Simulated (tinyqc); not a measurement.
What the anneal budget does: two-dimensional dopant profile at a mask edge: lateral junction, overlap and effective channel length. Computed by tinyqc, a small Python program. Command: `OMP_NUM_THREADS=1 python tinyqc.py 3020626 3020627 out.jsonl lateral walk`. One thread of a shared host (Intel(R) Xeon(R) Processor @ 2.30GHz), about 0.01 s of CPU time with the checks.

Ions enter for y < 0; the mask (spacer, then gate) covers y > 0. x is the depth. The surface reflects dopant during the anneal.

Inputs (values chosen for the exercise, modelled on a source-drain extension in silicon):
```
quantity               value    unit
dose Q               1.3e+14  1/cm^2
projected range R_p       20      nm
vertical straggle        6.8      nm
lateral straggle          10      nm
anneal budget D t    1.1e-13    cm^2
channel doping C_B   1.6e+18  1/cm^3
gate length L_g          170      nm
offset spacer            2.6      nm
```

Method:
- Widths s_x^2 = (vertical straggle)^2 + 2 D t, s_y^2 = (lateral straggle)^2 + 2 D t. C(x, y) = V(x) (1/2) erfc(y/(sqrt2 s_y)), V(x) = Q/(sqrt(2 pi) s_x) [exp(-(x - R_p)^2/(2 s_x^2)) + exp(-(x + R_p)^2/(2 s_x^2))]; 1 nm = 1e-7 cm.
- The lateral junction at depth x solves C = C_B: y_j(x) = sqrt2 s_y erfc^-1(2 C_B/V(x)). Overlap under the gate = y_j(0) - spacer; metallurgical channel L_met = L_g - 2 overlap (tails from the two sides are not added).
- x_j solves V(x) = C_B. Budgets are multiples of the given D t (at 0 the mirror term is kept, which overstates V(0) as implanted); those with V(0) not above 2.5 C_B are left out.

Junctions (nm):
```
multiple     s_x     s_y     x_j  y_j(0)  y_j/x_j   L_met
1          8.261  11.045  42.379   7.843  0.18506  159.51
2          9.499  12.000  45.241  13.269  0.29329  148.66
4         11.586  13.711  49.907  19.331  0.38734  136.54
8         14.908  16.613  56.996  26.321  0.46181  122.56
16        19.956  21.260  67.130  34.793  0.51829  105.61
```

The ratio y_j/x_j goes from 0.19 to 0.52: as implanted, x_j includes R_p and y_j only the lateral straggle; after long diffusion both scale roughly with sqrt(D t) as long as V(0) stays far above C_B, and the ratio stays below 1 because the edge starts from half the concentration and an erfc falls faster than the Gaussian. L_met shrinks by 53.9 nm over the rows.
